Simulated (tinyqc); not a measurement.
Monte Carlo simulation of one carrier in a uniform electric field: one step, computed by the program tinyqc.

The force e F acts along +z. Flights end at the constant total rate Gamma; the part of Gamma that the real rates do not fill is self-scattering, which leaves k unchanged. One valley, no impurities; equivalent final valleys enter only through Z_f in the optical rate.

Question. Total rate Gamma. Kane band: hbar^2 k^2/(2 m) = E (1 + alpha E), speed v = hbar k/(m (1 + 2 alpha E)), states per spin, volume and energy g(E) = m k (1 + 2 alpha E)/(2 pi^2 hbar^2); overlap factors are set to 1. Masses are multiplied by m_0 and all formulas are in SI units. Phonon occupation N_q = 1/(exp(hbar w/(k_B T)) - 1). Acoustic deformation potential (elastic, equipartition, absorption and emission together): 1/tau = 2 pi k_B T D_A^2 g(E)/(hbar rho v_l^2). Optical or intervalley deformation potential: 1/tau = (pi Z_f D_o^2/(rho w)) [N_q g(E + hbar w) + (N_q + 1) g(E - hbar w)], with g = 0 below the band edge. Gamma is 1.05 times the largest total rate on the grid E = (j + 1/2) E_max/400, j = 0..399.

Inputs (values chosen for the exercise, modelled on holes in silicon):
```
quantity                                             value       unit
effective mass m                                     0.491        m_0
non-parabolicity alpha                                0.31       1/eV
density rho                                           2329     kg/m^3
sound velocity v_l                                    9070        m/s
acoustic deformation potential D_A                     5.7         eV
phonon energy hbar w                                  62.2        meV
optical or intervalley deformation potential D_o         9  1e8 eV/cm
final valleys Z_f                                        1          -
lattice temperature T                                  200          K
energy E_max up to which Gamma must cover the rates      1         eV
```

Crystal: non-polar. Band: Kane.

Constants: k_B = 1.380649e-23 J/K; e = 1.602176634e-19 C; hbar = 1.054571817e-34 J s; m_0 = 9.1093837015e-31 kg; hbar = 6.582119569e-16 eV s; k_B = 8.617333262e-05 eV/K.

Give: largest total rate; energy of the largest rate; Gamma.

Answer.

largest total rate = 49.66 1e12/s

energy of the largest rate = 998.75 meV

Gamma = 52.14 1e12/s
